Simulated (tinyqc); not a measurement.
Classical nucleation, growth and JMAK kinetics of crystallisation from a melt or glass: one step, computed by the program tinyqc. Command: `OMP_NUM_THREADS=1 python tinyqc.py 3019246 3019247 out.jsonl nucl walk`. One thread of a shared host (Intel(R) Xeon(R) Processor @ 2.30GHz), about 0.01 s of CPU time with the checks.

A spherical nucleus with a sharp interface of isotropic energy gamma; lambda = Omega^(1/3) is the jump distance.

Question. Steady nucleation rate. Driving force per volume: dG = H (T_m - T)/T_m. Shape factor f = 1. W(r) = f [4 pi r^2 gamma - (4/3) pi r^3 dG]; r* = 2 gamma/dG; W* = f 16 pi gamma^3/(3 dG^2); n* = f (4/3) pi r*^3/Omega. D = D0 exp(-Q/(k_B T)); attachment rate k+ = (A*/lambda^2) D/lambda^2 with A* = 4 pi r*^2; Zeldovich factor Z = sqrt(W*/(3 pi k_B T))/n*; sites per volume N = 1/Omega; I = N Z k+ exp(-W*/(k_B T)); lag time = 1/(4 pi Z^2 k+).

Inputs (values chosen for the exercise, for a model substance):
```
quantity                      value        unit
melting point T_m               740           K
heat of melting per volume H    411      J/cm^3
interface energy gamma        0.032       J/m^2
atomic volume Omega            26.7  angstrom^3
temperature T                   516           K
diffusion prefactor D0        5e-07       m^2/s
activation energy Q            1.35          eV
```

Nucleation: homogeneous. Driving force: Turnbull (linear).

Constants: k_B = 8.617333262e-05 eV/K; k_B = 1.380649e-23 J/K.

Give: diffusivity D; attachment rate k+; Zeldovich factor Z; sites N; nucleation rate I; lag time.

Answer.

diffusivity D = 3.262e-20 m^2/s

attachment rate k+ = 13.59 1/s

Zeldovich factor Z = 0.03403

sites N = 3.745e+28 1/m^3

nucleation rate I = 1.192e+26 1/(m^3 s)

lag time = 5.054 s
